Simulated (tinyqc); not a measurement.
# Thickness from two neighbouring fringes

Problem. At normal incidence a transparent film with an index between those of air and substrate, taken as constant, has reflectance minima at 2 n1 d = (m + 1/2) lam (small phase shifts at the substrate neglected). Find d and the order m of the shorter wavelength.

Values chosen for this exercise: index of the transparent film n1 = 1.656.

wavelengths of two neighbouring reflectance minima (nm): [503, 570.06667]

Answer. Neighbouring orders differ by one: 2 n1 d (1/lam1 - 1/lam2) = 1.

d = 1291 nm
m = 8

tinyqc, about 0.01 s, one thread, Intel Xeon 2.30GHz (shared host): `OMP_NUM_THREADS=1 python tinyqc.py 2870102 2870103 out.jsonl`
